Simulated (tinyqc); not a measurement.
What each parameter does: dielectric confinement in a thin film (image charges).

A film |z| < t/2 of dielectric constant eps between half-spaces of dielectric constant e2; lam = (eps - e2)/(eps + e2), q = e^2/(4 pi eps0). The self-energy of a band edge is taken with the high-frequency value, e2 = eh, and the field of a fixed ion with the static one, e2 = eo. A charge at z has images lam^|n| at n t + (-1)^n z. Its self-energy is S(z) = (q/2 eps) sum over n >= 1 of lam^n [1/(n t - 2z) + 1/(n t + 2z)] for odd n and 2 lam^n/(n t) for even n; at the centre S(0) = -(q/(eps t)) ln(1 - lam).

Donor at the centre, lam from the static eo, trial function cos(pi z/t) exp(-rho/l): E(l) = c/(m l^2) - (q/eps) times the integral over k of F(k t) (1 + (k l/2)^2)^(-3/2), with F(x) = F0 + 2 lam exp(-x) G/(1 - lam exp(-x)), F0 = 2[(1 - exp(-x/2))/x + x (1 + exp(-x/2))/(x^2 + 4 pi^2)], G = 2 sinh(x/2)[1/x - x/(x^2 + 4 pi^2)]; c = hbar^2/2m0. The binding energy is -E at the minimum, counted from the subband edge with its self-energy.

Constants: e^2/(4 pi eps0) = 14.39964547 eV angstrom; hbar^2/2m0 = 3.80998211 eV angstrom^2; Ry = 13.60569312 eV.

Values chosen for the exercise (near those of a Si (100) film, two-fold valleys, between layers of Si3N4; not measured data):

| symbol | value | unit | meaning |
|---|---|---|---|
| t | 68 | angstrom | film thickness |
| eps | 11.9 |  | dielectric constant of the film |
| eh | 3.9 |  | high-frequency dielectric constant outside |
| eo | 7.4 |  | static dielectric constant outside |
| m | 0.184 | m0 | mass in the plane |

<S> is the mean over (2/t) cos^2(pi z/t).

Results for these values:

| case | lam from eh | <S> (meV) | binding (meV) | l (angstrom) |
|---|---|---|---|---|
| base | 0.506 | 14.5 | 40.2 | 32.8 |

What happens to each result for t = 62 angstrom, all else kept?

Answer: lam from eh does not change at the printed digits; <S> rises from 14.5 to 16.0; binding rises from 40.2 to 42.2; l falls from 32.8 to 31.8.

The same for each parameter in turn:

| case | lam from eh | <S> (meV) | binding (meV) | l (angstrom) |
|---|---|---|---|---|
| base | 0.506 | 14.5 | 40.2 | 32.8 |
| t = 62 angstrom | 0.506 | 16.0 | 42.2 | 31.8 |
| eps = 10.7 | 0.466 | 14.4 | 44.6 | 30.8 |
| eo = 10.4 | 0.506 | 14.5 | 33.8 | 33.4 |
| eh = 5.1 | 0.400 | 10.7 | 40.2 | 32.8 |
| m = 0.221 m0 | 0.506 | 14.5 | 43.8 | 29.1 |

Computed by tinyqc, a small Python program: `OMP_NUM_THREADS=1 python tinyqc.py 1252443 1252444 out.jsonl` (the numbers bound the seed that draws the inputs); one thread of a shared host (Intel(R) Xeon(R) Processor @ 2.30GHz), about 0.08 s for the whole set of steps.
